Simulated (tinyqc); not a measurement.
Inside a calculation. Method: CIS and TDHF on RHF in the sto-6g basis, for BeH2, spin multiplicity 1. One step of it, computed by the program tinyqc.

Task: TDHF (RPA) singlet states. B(ia,jb) = 2 (ia|jb) - (ib|ja); the squared energies are the eigenvalues of (A - B)(A + B); 1 hartree = 27.211386 eV.

CIS matrix A, singlet (hartree), lower triangle:
```
           1>4        1>5        1>6        1>7        2>4        2>5        2>6        2>7
1>4   4.257716
1>5   0.000000   4.257716
1>6   0.000000   0.000000   4.630995
1>7   0.000000   0.000000   0.002757   5.047623
2>4   0.037165   0.000000   0.000000   0.000000   0.398730
2>5   0.000000   0.037165   0.000000   0.000000   0.000000   0.398730
2>6   0.000000   0.000000  -0.001089  -0.005629   0.000000   0.000000   0.699865
2>7   0.000000   0.000000  -0.005309   0.021354   0.000000   0.000000  -0.003029   1.145984
3>4  -0.008119   0.000000   0.000000   0.000000  -0.014677   0.000000   0.000000   0.000000
3>5   0.000000  -0.008119   0.000000   0.000000   0.000000  -0.014677   0.000000   0.000000
3>6   0.000000   0.000000   0.002412  -0.015168   0.000000   0.000000  -0.002348  -0.019726
3>7   0.000000   0.000000  -0.017045  -0.007761   0.000000   0.000000   0.002300   0.002443

          3>4       3>5       3>6       3>7
3>4  0.311784
3>5  0.000000  0.311784
3>6  0.000000  0.000000  0.664195
3>7  0.000000  0.000000  0.004441  1.139211
```

Two-electron integrals over orbitals (pq|rs), unique and non-zero (hartree):
```
(11|11) 2.280375    (21|11) -0.197329   (21|21) 0.027037    (22|11) 0.497082
(22|21) -0.004877   (22|22) 0.439248    (31|11) 0.041919    (31|21) -0.004212
(31|22) 0.007993    (31|31) 0.007165    (32|11) -0.000327   (32|21) 0.004023
(32|22) 0.071147    (32|31) 0.012644    (32|32) 0.134446    (33|11) 0.464197
(33|21) -0.004122   (33|22) 0.385162    (33|31) -0.005316   (33|32) -0.058499
(33|33) 0.467560    (41|41) 0.016050    (42|41) 0.014804    (42|42) 0.047882
(43|41) -0.003284   (43|42) -0.007055   (43|43) 0.016553    (44|11) 0.570047
(44|21) -0.007557   (44|22) 0.372576    (44|31) 0.001551    (44|32) 0.000567
(44|33) 0.359402    (44|44) 0.450117    (51|51) 0.016050    (52|51) 0.014804
(52|52) 0.047882    (53|51) -0.003284   (53|52) -0.007055   (53|53) 0.016553
(54|54) 0.024258    (55|11) 0.570047    (55|21) -0.007557   (55|22) 0.372576
(55|31) 0.001551    (55|32) 0.000567    (55|33) 0.359402    (55|44) 0.401601
(55|55) 0.450117    (61|11) -0.187480   (61|21) 0.026021    (61|22) -0.007798
(61|31) -0.006237   (61|32) -0.000793   (61|33) -0.003578   (61|44) -0.004411
(61|55) -0.004411   (61|61) 0.026087    (62|11) 0.106352    (62|21) -0.007152
(62|22) -0.035930   (62|31) 0.000271    (62|32) -0.021505   (62|33) -0.038531
(62|44) 0.047347    (62|55) 0.047347    (62|61) -0.004178   (62|62) 0.074151
(63|11) -0.037402   (63|21) 0.001092    (63|22) -0.036419   (63|31) -0.002979
(63|32) -0.082448   (63|33) 0.050615    (63|44) -0.017432   (63|55) -0.017432
(63|61) 0.001413    (63|62) -0.006222   (63|63) 0.085889    (64|41) 0.016346
(64|42) 0.046070    (64|43) -0.011365   (64|64) 0.051482    (65|51) 0.016346
(65|52) 0.046070    (65|53) -0.011365   (65|65) 0.051482    (66|11) 0.488802
(66|21) -0.007267   (66|22) 0.395941    (66|31) 0.000413    (66|32) -0.010097
(66|33) 0.417624    (66|44) 0.371523    (66|55) 0.371523    (66|61) -0.006684
(66|62) -0.031919   (66|63) 0.017588    (66|66) 0.417232    (71|11) -0.006965
(71|21) 0.003810    (71|22) 0.009166    (71|31) 0.011191    (71|32) 0.018617
(71|33) -0.008993   (71|44) 0.000017    (71|55) 0.000017    (71|61) -0.000231
(71|62) -0.001303   (71|63) -0.001979   (71|66) -0.001981   (71|71) 0.022431
(72|11) 0.031525    (72|21) -0.000798   (72|22) -0.026885   (72|31) 0.003146
(72|32) -0.043240   (72|33) 0.010080    (72|44) 0.012642    (72|55) 0.012642
(72|61) -0.001143   (72|62) 0.029936    (72|63) 0.054403    (72|66) -0.003921
(72|71) 0.006481    (72|72) 0.061704    (73|11) 0.132919    (73|21) -0.005131
(73|22) -0.006556   (73|31) -0.000430   (73|32) 0.000378    (73|33) -0.022135
(73|44) 0.055012    (73|55) 0.055012    (73|61) -0.002917   (73|62) 0.065416
(73|63) -0.029596   (73|66) -0.025926   (73|71) -0.002497   (73|72) 0.011086
(73|73) 0.077953    (74|41) 0.000996    (74|42) 0.006102    (74|43) 0.012753
(74|64) 0.002243    (74|74) 0.016472    (75|51) 0.000996    (75|52) 0.006102
(75|53) 0.012753    (75|65) 0.002243    (75|75) 0.016472    (76|11) -0.003219
(76|21) 0.003023    (76|22) 0.062901    (76|31) 0.011210    (76|32) 0.128532
(76|33) -0.063633   (76|44) 0.000860    (76|55) 0.000860    (76|61) -0.001015
(76|62) -0.018191   (76|63) -0.092832   (76|66) -0.015409   (76|71) 0.016513
(76|72) -0.057645   (76|73) 0.005231    (76|76) 0.140173    (77|11) 0.583067
(77|21) -0.008393   (77|22) 0.443132    (77|31) 0.002766    (77|32) 0.019728
(77|33) 0.444942    (77|44) 0.393564    (77|55) 0.393564    (77|61) -0.008950
(77|62) -0.041474   (77|63) -0.003687   (77|66) 0.440544    (77|71) 0.000616
(77|72) -0.016736   (77|73) -0.013133   (77|76) 0.013564    (77|77) 0.498328
```

Give: TDHF matrix B, singlet; squared energies w^2; TDHF energies from the positive w^2.

Result:

TDHF matrix B, singlet (hartree), lower triangle:
```
        1>4     1>5     1>6     1>7     2>4     2>5     2>6    2>7
1>4   0.016
1>5   0.000   0.016
1>6   0.000   0.000   0.026
1>7   0.000   0.000   0.000   0.022
2>4   0.015   0.000   0.000   0.000   0.048
2>5   0.000   0.015   0.000   0.000   0.000   0.048
2>6   0.000   0.000  -0.004  -0.001   0.000   0.000   0.074
2>7   0.000   0.000  -0.001   0.006   0.000   0.000   0.030  0.062
3>4  -0.003   0.000   0.000   0.000  -0.007   0.000   0.000  0.000
3>5   0.000  -0.003   0.000   0.000   0.000  -0.007   0.000  0.000
3>6   0.000   0.000   0.001  -0.001   0.000   0.000  -0.006  0.043
3>7   0.000   0.000  -0.004  -0.002   0.000   0.000   0.076  0.011

       3>4    3>5     3>6    3>7
3>4  0.017
3>5  0.000  0.017
3>6  0.000  0.000   0.086
3>7  0.000  0.000  -0.030  0.078
```

squared energies w^2 (hartree^2): 0.095  0.095  0.158  0.158  0.430  0.479  1.283  1.308  18.131  18.131  21.446  25.480

TDHF energies from the positive w^2 (eV): 8.408  8.408  10.822  10.822  17.839  18.834  30.824  31.124  115.866  115.866  126.016  137.357
